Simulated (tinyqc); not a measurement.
# MOSFET in saturation, small-signal circuit and noise: gains against frequency

Bias by the inversion coefficient IC = I/Ispec (charge-based model with velocity saturation; weak inversion below 0.1, strong above 10). Common-source circuit: gm, gds, Cgs, Cgd and Cj at the inner nodes, Rg in series with the gate; quasi-static, no source or drain resistance, no gate-body capacitance, no substrate network, no induced gate noise, so fmax is an upper estimate.

Ispec = 2 n mu Cox (W/L) Vt^2, lc = Ls/L, gms = [sqrt((lc IC + 1)^2 + 4 IC) - 1]/[2 + lc (lc IC + 1)], gm = gms Ispec/(n Vt), gds = sg gm. qs = [sqrt(1 + 4 IC) - 1]/2, Cgs = Cox W L qs (2 qs + 3)/(3 (qs + 1)^2) + Cov W, Cgd = Cov W, Cd = Cj W, Rg = Rsh (Wf/L)/(12 Nf) + Rc/W with Nf = W/Wf fingers (not rounded) contacted at both ends. fT = gm/(2 pi (Cgs + Cgd)), fmax = fT/(2 sqrt(Rg (gds + 2 pi fT Cgd))). Inner admittances at w = 2 pi f: y11 = i w (Cgs + Cgd), y12 = -i w Cgd, y21 = gm - i w Cgd, y22 = gds + i w (Cgd + Cd). Invert to Z, add Rg to Z11 and invert back to Y. |h21| = |Y21/Y11|; U = |Y21 - Y12|^2/(4 [Re Y11 Re Y22 - Re Y12 Re Y21]). MSG = |Y21/Y12|; stability factor k = [2 Re Y11 Re Y22 - Re(Y12 Y21)]/|Y12 Y21|.

Inputs (values chosen for the exercise):
- T = 300 K (temperature)
- L = 90 nm (gate length)
- W = 20 um (total gate width)
- Cox = 0.99 uF/cm^2 (gate capacitance)
- mu = 410 cm^2/(V s) (mobility)
- n = 1.45 (slope factor)
- Ls = 10 nm (velocity-saturation length)
- sg = 0.029 (ratio gds/gm)
- Cov = 0.24 fF/um (overlap and fringe capacitance per side)
- Cj = 0.57 fF/um (drain junction capacitance)
- Rsh = 10 ohm (sheet resistance of the gate)
- Wf = 4 um (finger width)
- Rc = 200 ohm um (gate contact and vertical resistance)
- IC = 7.1 (inversion coefficient)

Constants: q = 1.602176634e-19 C, kB = 1.380649e-23 J/K, Vt = kB T/q. Results are converted to the units shown.

The same in every row: f sqrt(U) (GHz) = 187.0.

Result of one run:

| \|h21\| (dB) | U (dB) | MSG (dB) | k |
|---|---|---|---|
| 29.02 | 36.19 | 20.50 | 0.02240 |

Which signal frequency f gave this result: 1.5, 2.9, 5.4, 19 or 35 GHz?

f = 2.9 GHz.

The whole series:

| f (GHz) | \|h21\| (dB) | U (dB) | MSG (dB) | k |
|---|---|---|---|---|
| 0.82 | 39.99 | 47.16 | 25.98 | 0.006334 |
| 1.5 | 34.74 | 41.91 | 23.36 | 0.01159 |
| 2.9 | 29.02 | 36.19 | 20.50 | 0.02240 |
| 5.4 | 23.62 | 30.79 | 17.80 | 0.04171 |
| 10 | 18.27 | 25.44 | 15.12 | 0.07721 |
| 19 | 12.70 | 19.86 | 12.34 | 0.1465 |
| 35 | 7.432 | 14.55 | 9.703 | 0.2688 |
| 66 | 2.048 | 9.045 | 7.011 | 0.4996 |

Over the table |h21| falls by 19.9 dB a decade, U by 20.0 and MSG by 9.95. The product f sqrt(U) stays at 187 GHz, against fmax = 187 GHz from the formula. k stays below one in all rows, so the device is only conditionally stable.

Computed by the program tinyqc: `OMP_NUM_THREADS=1 python tinyqc.py 2150149 2150150 out.jsonl`, one thread of a shared Intel Xeon 2.30GHz, about 0.01 s for the whole run.
